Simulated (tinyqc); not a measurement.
Convergence with the mesh: density of states of one tight-binding band of a chain.

E(k) = -2 t cos(2 pi k) - 2 t2 cos(4 pi k); k in fractions of the reciprocal vectors, mesh k_i = j/N with j = 0 .. N-1. Densities are per cell and per spin, so the band holds one state.

Each interval of the mesh is a segment with E linear in k: n = (E - e1)/(e2 - e1), g = 1/(e2 - e1) between its end values.

Gaussian broadening: g(E) = mean over the mesh of exp(-(E - E_k)^2/(2 sigma^2))/(sigma sqrt(2 pi)), n(E) = mean of erfc((E_k - E)/(sigma sqrt 2))/2.

Inputs chosen for the exercise:
- t = 2.45 eV (nearest hopping)
- t2 = -0.42 eV (second hopping)
- E = 0.88 eV (energy at which the density is wanted)
- sigma = 0.735 eV (Gaussian width)

At the energy E; the plain count is the share of mesh points below E; the reference is the linear method with N = 4000.

Results:
```
N,points,g linear,n linear,g Gaussian,n Gaussian,n plain count
8,8,0.0581,0.5999,0.0091,0.6226,0.6250
16,16,0.0589,0.6014,0.0630,0.5979,0.5625
32,32,0.0568,0.6022,0.0571,0.6020,0.5938
64,64,0.0561,0.6025,0.0571,0.6020,0.6094
128,128,0.0563,0.6025,0.0571,0.6020,0.6016
256,256,0.0562,0.6026,0.0571,0.6020,0.6055
```

reference n and g: 0.6026  0.0563

The linear n(E) stays within 0.002 of the reference from N = 16 on. The Gaussian g stays within 1 % of its last value from N = 32 on; it tends to the broadened curve, not the true one. At the last mesh it lies +0.001 1/eV from the reference g and the linear g 0.000. The plain count errs by +0.0029 at the last mesh.

Run: tinyqc, `OMP_NUM_THREADS=1 python tinyqc.py 1651267 1651268 out.jsonl`; Intel(R) Xeon(R) Processor @ 2.30GHz, one thread, shared host; about 0.01 s of CPU time with all checks.
